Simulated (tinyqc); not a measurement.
Grain-boundary trapping model (Seto) of a polycrystalline semiconductor film: one step, computed by the program tinyqc.

Grains of equal size L are joined by thin boundaries with one trap level. Trapped carriers deplete a width W on each side and raise a barrier, crossed by thermionic emission. Dopants are fully ionised, statistics are non-degenerate and mu_g does not depend on T.

Problem. Barrier. N_c(T) = N_c (T/300 K)^(3/2). Filled traps Q = Q_t/(1 + (1/2) exp((E_t* - E_F)/k_B T)), where E_t* = e V_B - E_t and E_F are counted from the band edge at the grain centre. Partial depletion: Q = 2 N W, V_B = e N W^2/(2 eps eps_0), E_F = k_B T ln(N/N_c); solve for W. If that W would exceed L/2 the grain is fully depleted: W = L/2, Q = N L, and E_F follows from the trap equation. Centre density n_0 = N_c exp(E_F/k_B T).

Inputs (values chosen for the exercise, modelled on polycrystalline ZnO):
```
quantity                                     value    unit
permittivity eps                               8.3       -
effective density of states at 300 K, N_c  3.8e+18  1/cm^3
grain size L                                    25      nm
trap density Q_t                           8.7e+11  1/cm^2
trap level E_t below the band edge             0.5      eV
doping N                                   9.7e+18  1/cm^3
temperature T                                  400       K
```

Grain interior: neglected.

Constants: k_B = 8.617333262e-05 eV/K; e = 1.602176634e-19 C; eps_0 = 8.8541878128e-12 F/m.

Give: depletion width W; barrier V_B; E_F; centre density n_0.

Solution.

depletion width W = 0.44845 nm

barrier V_B = 0.0021265 V

E_F = 0.017428 eV

centre density n_0 = 9.70e+18 1/cm^3

The grain is partly depleted; 100.0 % of the traps are filled, and they hold 3.6 % of the carriers. Caution: E_F is within 2 k_B T of the band edge, so non-degenerate statistics fail, and tunnelling through so thin a barrier adds to the current. Caution: e V_B is below 2 k_B T, where the depletion approximation fails and the mean density does not balance the trapped charge.
